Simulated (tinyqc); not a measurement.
Critical temperature from a phonon spectrum: McMillan, Allen-Dynes and the linearised Eliashberg equation. From one set of inputs to another, one input at a time. Computed by tinyqc, a small Python program. Command: `OMP_NUM_THREADS=1 python tinyqc.py 3022644 3022645 out.jsonl eliashberg ladder`. One thread of a shared host (Intel(R) Xeon(R) Processor @ 2.30GHz), about 0.03 s of CPU time with the checks.

alpha^2 F(omega) = sum_i (lambda_i omega_i/2) delta(omega - omega_i), so that lambda = 2 int alpha^2 F/omega d omega = sum_i lambda_i.

The inputs printed are set A. Inputs not listed in the table keep their values of set A, so the rows need not describe a real material.

Inputs (values chosen for the exercise, for a model metal): peak energy omega_1 = 7.91 meV; coupling lambda_1 = 1.18; peak energy omega_2 = 16.9 meV; coupling lambda_2 = 0.981; Coulomb pseudopotential mu* = 0.13.

Peaks in alpha^2 F: two.

Constants: k_B = 8.617333262e-05 eV/K.

Method:
- omega_log = exp(sum lambda_i ln omega_i / lambda); omega_rms = sqrt(sum lambda_i omega_i^2 / lambda).
- McMillan form: k_B T_c = (omega_log/1.2) exp[-1.04 (1 + lambda)/(lambda - mu* (1 + 0.62 lambda))]. Allen-Dynes multiplies it by f1 f2: f1 = [1 + (lambda/L1)^(3/2)]^(1/3), L1 = 2.46 (1 + 3.8 mu*); f2 = 1 + (omega_rms/omega_log - 1) lambda^2/(lambda^2 + L2^2), L2 = 1.82 (1 + 6.3 mu*) omega_rms/omega_log.
- Linearised Eliashberg equation at omega_n = (2n + 1) pi k_B T, n = 0..N-1: lambda(j) = sum_i lambda_i omega_i^2/(omega_i^2 + (2 pi j k_B T)^2); K_mn = lambda(m - n) + lambda(m + n + 1) - 2 mu*(N) - delta_mn [2m + 1 + lambda(0) + 2 sum_(j=1..m) lambda(j)], with 1/mu*(N) = 1/mu* + ln(omega_rms/omega_N), omega_N = (2N + 1) pi k_B T. T_c is where the largest eigenvalue rho of K is zero.
- N is the smallest integer at or above 8 omega_max/(2 pi k_B T_AD), omega_max the highest peak and T_AD the Allen-Dynes value.

Each row keeps all changes above it:
```
input moved                 from     to  T_c, Eliashberg (K)  T_c, Allen-Dynes (K)  T_c, McMillan form (K)
set A                          -      -                21.25                 21.56                   18.38
peak energy omega_2 (meV)   16.9   36.3                32.87                 31.95                   26.01
coupling lambda_2          0.981  0.746                24.97                 25.77                   21.60
coupling lambda_1           1.18   1.51                27.06                 27.70                   22.18
peak energy omega_1 (meV)   7.91   16.6                42.29                 43.22                   36.43
```

T_c, Eliashberg goes from 21.3 to 42.3, a factor 1.99 in all. The largest single move comes from peak energy omega_1 (a factor 1.56), and coupling lambda_2 works against it (a factor 0.760). T_c, Allen-Dynes goes from 21.6 to 43.2, a factor 2.00 in all. The largest single move comes from peak energy omega_1 (a factor 1.56), and coupling lambda_2 works against it (a factor 0.806). T_c, McMillan form goes from 18.4 to 36.4, a factor 1.98 in all. The largest single move comes from peak energy omega_1 (a factor 1.64), and coupling lambda_2 works against it (a factor 0.831). The single moves hold for this order of the switches; the total does not depend on the order.

Caution (all rows): for lambda above about 1.5 the plain McMillan form saturates and falls short.

Extremes, crossings and ranges named in words are read from the listed rows.
